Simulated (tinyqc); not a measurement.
Trench capacitor in an array: capacitance, non-linearity, leakage and relaxation: one step of the calculation.

A film between two metal electrodes, each interface adding a series capacitance ci. The small-signal permittivity is ek (1 + aq E^2); the field is found with the linear permittivity. Leakage J = J0 sinh(E/Ef). After a voltage step the film passes a relaxation current kr C V tt^(-nr), tt being the time in seconds. The sidewall is a coaxial capacitor with radii a = dm/2 - t and b = dm/2, depth AR dm; the end face is left out.

Problem. Planar capacitance, field and non-linearity. Planar film: Cf = eps0 ek/t, 1/C = 1/Cf + 2/ci, EOT = 3.9 eps0/C, effective permittivity C t/eps0, E = (V/t) C/Cf; quadratic coefficient [C(V)/C - 1]/V^2 with Cf (1 + aq E^2) in C(V).

Inputs (values chosen for the exercise); permittivity of the order of that of hafnium oxide:
```
symbol    value       unit                                                             meaning
ek         19.2                                              relative permittivity of the film
t           4.3         nm                                                      film thickness
ci         1000    uF/cm^2  capacitance of each electrode interface (dead layer and screening)
aq       0.0087  cm^2/MV^2                     quadratic field coefficient of the permittivity
V           0.8          V                                                                bias
J0      1.6e-10     A/cm^2                                                   leakage prefactor
Ef          0.2      MV/cm                             field for an e-fold rise of the leakage
```

Constants: eps0 = 8.8541878128e-14 F/cm where lengths are in cm. Results are converted to the units shown.

Give: Cf; C; EOT; effective permittivity; E; quadratic coefficient; J.

Solution.

Cf = 3.953 uF/cm^2
C = 3.922 uF/cm^2
EOT = 0.8803 nm
effective permittivity = 19.05
E = 1.846 MV/cm
quadratic coefficient = 4.594e4 ppm/V^2
J = 8.154e-7 A/cm^2

The interfaces take 0.784 % of the voltage.

tinyqc, about 0.01 s, one thread, Intel Xeon 2.30GHz (shared host): `OMP_NUM_THREADS=1 python tinyqc.py 2102138 2102139 out.jsonl`
